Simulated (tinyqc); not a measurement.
Oxide trap near a transistor channel: two-state multiphonon kinetics, telegraph noise and bias instability. Changing the frequency f. Computed by tinyqc, a small Python program. Command: `OMP_NUM_THREADS=1 python tinyqc.py 3020152 3020153 out.jsonl oxidetrap sweep`. One thread of a shared host (Intel(R) Xeon(R) Processor @ 2.30GHz), about 0.01 s of CPU time with the checks.

An n-channel device under positive gate bias. The trap is empty (state 1) or holds an electron (state 2); both states are parabolas of equal curvature, and the electron reservoir is taken at the Fermi level of the channel.

Inputs (values chosen for the exercise, with an insulator like Si3N4 on silicon):
```
quantity                                value   unit
insulator constant eps_ox                7.12      -
insulator thickness t_ox                  2.8     nm
trap depth x from the interface          0.86     nm
tunnel barrier phi_b                      2.1     eV
tunnelling mass m_ox                     0.39    m_0
trap level above E_F at zero field E_t   0.38     eV
relaxation energy E_R                     2.5     eV
oxide field F                             5.7  MV/cm
attempt rate k_0 at the interface       9e+11    1/s
temperature T                             400      K
channel width W                            25     nm
channel length L                          210     nm
```

Parts treated: one trap and an ensemble.

Constants: hbar^2/(2 m_0) = 3.80998212 eV angstrom^2; k_B = 8.617333262e-05 eV/K; e = 1.602176634e-19 C; eps_0 = 8.8541878128e-12 F/m.

Method:
- kappa = sqrt(2 m_ox phi_b)/hbar = sqrt(m_ox phi_b/(hbar^2/2m_0)); attenuation length lambda = 1/(2 kappa); factor exp(-x/lambda) for a rectangular barrier.
- E_21 = E_t - e F x is the energy of state 2 over state 1; barriers E_c = (E_R + E_21)^2/(4 E_R), E_e = E_c - E_21; tau_c = exp(E_c/k_B T)/(k_0 P), tau_e = exp(E_e/k_B T)/(k_0 P), P the tunnelling factor; occupation f_2 = tau_e/(tau_c + tau_e); 1/tau_0 = 1/tau_c + 1/tau_e.
- Charge-sheet step dV = e (t_ox - x)/(eps_ox eps_0 W L); Lorentzian spectrum S(f) = 4 dV^2 tau_0^2/((tau_c + tau_e)(1 + (2 pi f tau_0)^2)); corner 1/(2 pi tau_0); variance dV^2 f_2 (1 - f_2) = dV^2 tau_0/(tau_c + tau_e).

One run for each value:
```
frequency f (Hz)  S(f) (V^2/Hz)  corner frequency (Hz)
1.00e-02              6.481e-09                  3.269
1.00e-01              6.475e-09                  3.269
1.00e+00              5.927e-09                  3.269
1.00e+01              6.257e-10                  3.269
1.00e+02              6.919e-12                  3.269
1.00e+03              6.926e-14                  3.269
1.00e+04              6.926e-16                  3.269
1.00e+05              6.926e-18                  3.269
1.00e+06              6.926e-20                  3.269
```

Describe and explain the trends.

Over the rows, S(f) (V^2/Hz) falls from 6.48e-9 to 6.93e-20 (exponent d ln y / d ln x -4.0e-4 between the first rows and -2.0 between the last). At the high end the exponent of S(f) is -2.00, close to -2: the tail of a Lorentzian. At the low end the exponent of S(f) is 0.00, close to 0: the plateau of a Lorentzian.
